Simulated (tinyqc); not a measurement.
Beam energy: resolution against speed: sputter depth profiling of a dopant layer: erosion rate, quantification and the mixing-roughness response. Computed by tinyqc, a small Python program. Command: `OMP_NUM_THREADS=1 python tinyqc.py 3001537 3001538 out.jsonl sims walk`. One thread of a shared host (Intel(R) Xeon(R) Processor @ 2.30GHz), about 0.01 s of CPU time with the checks.

A rastered ion beam erodes silicon (49.94 atoms per nm^3). The measured profile is the true one convolved with a depth response.

Inputs (values chosen for the exercise, modelled on a dopant in silicon under an oxygen or caesium beam):
```
quantity                               value    unit
beam energy E                            2.1     keV
beam current                             100      nA
raster side                              300      um
sputter yield at 1 keV                   1.5       -
mixing length at 1 keV                   1.7      nm
roughness sigma                         0.96      nm
depth of the layer z0                     40      nm
sheet density Q                      5.1e+12  1/cm^2
relative sensitivity factor RSF      7.5e+21  1/cm^3
matrix count rate                    4.7e+06     1/s
background count rate                    9.4     1/s
counting time per point                    1       s
level that defines the junction C_B    4e+17  1/cm^3
```

True profile: delta layer.

Constants: e = 1.602176634e-19 C.

Method:
- Scaling chosen for the exercise: yield Y = Y1 E^0.5, mixing length w = w1 E^0.5 (E in keV).
- Erosion rate = Y I/(e x raster^2 x density); depth step = rate x counting time; concentration = RSF x counts/matrix counts; detection limit = RSF x 3 sqrt(background x time)/(matrix rate x time).
- Mixing alone turns a layer at z0 into (1/w) exp(-(z - z0 + w)/w) for z > z0 - w; roughness adds a Gaussian of width sigma. With x = z - z0 + w: g(x) = (1/(2w)) exp(sigma^2/(2 w^2) - x/w) erfc((sigma/w - x/sigma)/sqrt2), and its integral G(x) = (1/2) erfc(-x/(sigma sqrt2)) - w g(x). Measured: Q g(x), 1 nm = 1e-7 cm.
- Width = full width at half maximum; the apparent junction is the deep point where the profile falls to C_B; time to profile to twice z0 = 2 z0/erosion rate, at fixed current.

erosion rate = 0.301856 nm/s

Measured values:
```
E (keV)  w (nm)  peak (1/cm^3)  width (nm)  apparent junction (nm)  time (min)
0.15     0.6584     1.8295e+19      2.5716                  43.507      16.527
0.25     0.8500     1.7209e+19      2.7003                  43.951      12.802
0.50     1.2021     1.5421e+19      2.9418                  44.788       9.052
1.00     1.7000     1.3375e+19      3.2883                  45.911       6.401
2.00     2.4042     1.1229e+19      3.7867                  47.334       4.526
4.00     3.4000     9.1442e+18      4.5042                  49.058       3.201
8.00     4.8083     7.2453e+18      5.5272                  51.048       2.263
```

From the highest to the lowest energy the width goes from 5.53 to 2.57 nm, towards the floor set by roughness, 2.355 sigma = 2.26 nm, and the junction error from 11.0 to 3.51 nm, at 7.3 times the time. Extrapolating the tail slope to zero energy separates mixing from real diffusion. Caution: the surface transient, segregation under the beam and the growth of roughness with depth are left out, and real yields fall faster near the sputter threshold.

Extremes, crossings and ranges named in words are read from the listed rows.
